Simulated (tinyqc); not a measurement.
Gain against bias and Miller's formula: avalanche multiplication and breakdown of a junction from ionisation integrals. Computed by tinyqc, a small Python program. Command: `OMP_NUM_THREADS=1 python tinyqc.py 3025594 3025595 out.jsonl impact walk`. One thread of a shared host (Intel(R) Xeon(R) Processor @ 2.30GHz), about 0.01 s of CPU time with the checks.

Ionisation coefficients follow the local field. Position x runs through the depletion layer from the p side (x = 0), where electrons enter, to the n side (x = w), where holes enter. The built-in voltage is neglected.

Inputs (values chosen for the exercise, modelled on InP):
```
quantity                   value        unit
electron prefactor a_n  5.51e+06        1/cm
electron field b_n       3.1e+06        V/cm
hole prefactor a_p      2.05e+06        1/cm
hole field b_p          2.35e+06        V/cm
exponent c                     1           -
permittivity eps            12.5           -
layer width W                2.3  micrometre
```

Junction: p-i-n with uniform field.

Constants: e = 1.602176634e-19 C; eps_0 = 8.8541878128e-12 F/m.

Method:
- alpha_n = a_n exp(-(b_n/F)^c), alpha_p = a_p exp(-(b_p/F)^c).
- Uniform field F = F_m, w = W, V = F_m W.
- With Phi(x) = int_0^x (alpha_n - alpha_p) dx': 1 - 1/M_n = I_n = int_0^w alpha_n exp(-Phi) dx and M_p = M_n exp(-Phi(w)); trapezoid rule on 401 even points; breakdown at I_n = 1.
- Solve I_n(F_m) = 1.
- Miller's exponent n is defined by 1 - 1/M = (V/V_B)^n for the larger M.

breakdown voltage = 93.8221 V

critical field F_m = 0.407922 MV/cm

Gain:
```
V/V_B   V (V)  F_m (MV/cm)     M_n     M_p  Miller exponent n
0.50   46.911      0.20396   1.000   1.005             7.7445
0.60   56.293      0.24475   1.004   1.032             6.7724
0.70   65.675      0.28555   1.026   1.136             5.9554
0.80   75.058      0.32634   1.121   1.450             5.2469
0.90   84.440      0.36713   1.552   2.585             4.6433
0.95   89.131      0.38753   2.539   4.965             4.3848
0.98   91.946      0.39976   5.599  12.169             4.2445
0.99   92.884      0.40384  10.732  24.193             4.2002
```

What does the comparison show, and why?

The larger gain passes 2 between 0.800 and 0.900 of V_B and reaches 24.2 at 0.99. Miller's exponent runs from 4.2 to 7.7, so it is not a constant: a fit holds over a narrow range only. From the first row to the last the voltage grows by a factor 1.98 and the peak field by 1.98.

Extremes, crossings and ranges named in words are read from the listed rows.
